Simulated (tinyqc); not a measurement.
Quasiparticle equation with a plasmon-pole self-energy for two band edges, step by step. Values are carried at full precision from step to step, so a last printed digit may differ when a step is redone from the rounded ones.

For each edge E = e + X + Sc(E), with the correlation part Sc(E) = A[0]/(E - a + w) + A[1]/(E - b - w); a and b are the valence and conduction energies that enter the Green function (a = ev, b = ec in the one-shot scheme). Z = 1/(1 - dSc/dE), dSc/dE = -A[0]/(E - a + w)^2 - A[1]/(E - b - w)^2.

Inputs chosen for the exercise (scales of the order of those of HfO2; shifted at random, so the results belong to these values and not to a real crystal):
```
symbol  value         unit  meaning
ev      0             eV    mean-field valence top
ec      3.91          eV    mean-field conduction edge
w       15.4          eV    pole energy
Av      (24.3, 11.2)  eV^2  weights of the valence state on the hole and electron poles
Ac      (11.2, 28.6)  eV^2  the same for the conduction state
Xv      -2.31         eV    exchange minus the mean-field potential, valence
Xc      2.05          eV    the same, conduction
```

## Linearised one-shot correction

Evaluate Sc and its slope at the mean-field energy; E = e + Z (X + Sc).

Terms:
```
edge        Sc (eV)   dSc/dE       Z  X + Sc (eV)   E (eV)
valence      0.9979  -0.1325  0.8830      -1.3121  -1.1586
conduction  -1.2771  -0.1506  0.8691       0.7729   4.5817
```

gap = 5.7403 eV
gap with Z = 1 = 5.9950 eV

The gap opens by 1.830 eV, 63 % of it by lowering the valence top. Setting Z = 1 would overshoot by 0.255 eV.

## Solving the equation for the conduction edge

Newton steps on f(E) = E - ec - Xc - Sc(E) from E = ec; the first step is the linearised result.

Iterates:
```
step   E (eV)   Sc (eV)     f (eV)
0     3.91000  -1.27713  -0.772868
1     4.58169  -1.38133   0.003016
2     4.57909  -1.38091   0.000000
3     4.57909  -1.38091   0.000000
```

The linearisation errs by +2.6 meV, as the shift is only 0.043 of the pole energy.

## All solutions for the valence state

Multiplying out gives a cubic; give its three roots and their weights Z.

roots (eV): -17.080  -1.152  19.832

weights: 0.1040  0.8723  0.0237

The weights add up to 1. The satellite below lies 15.93 eV from the main peak, 3 % more than w: this scheme places plasmon satellites too far out, and gives one where a cumulant form gives a series.

## Updating the energies in the Green function

Solve both equations exactly, put the results in place of a and b, and repeat five times; w is kept.

Cycles (eV):
```
cycle       Ev      Ec     gap
1      -1.1519  4.5791  5.7310
2      -1.2496  4.6260  5.8756
3      -1.2575  4.6289  5.8864
4      -1.2582  4.6290  5.8871
5      -1.2582  4.6290  5.8872
```

The update moves the gap by +156 meV from the one-shot value; each cycle shrinks the change to about 0.07 of the one before.

## Checks

- Sum of the weights of the three roots: both 1.000000.
- Newton result against the root by bisection (eV): both 4.57909.

Computed by tinyqc, a small Python program: `OMP_NUM_THREADS=1 python tinyqc.py 1850801 1850802 out.jsonl` (the numbers bound the seed that draws the inputs); one thread of a shared host (Intel(R) Xeon(R) Processor @ 2.30GHz), about 0.01 s for the whole set of steps.
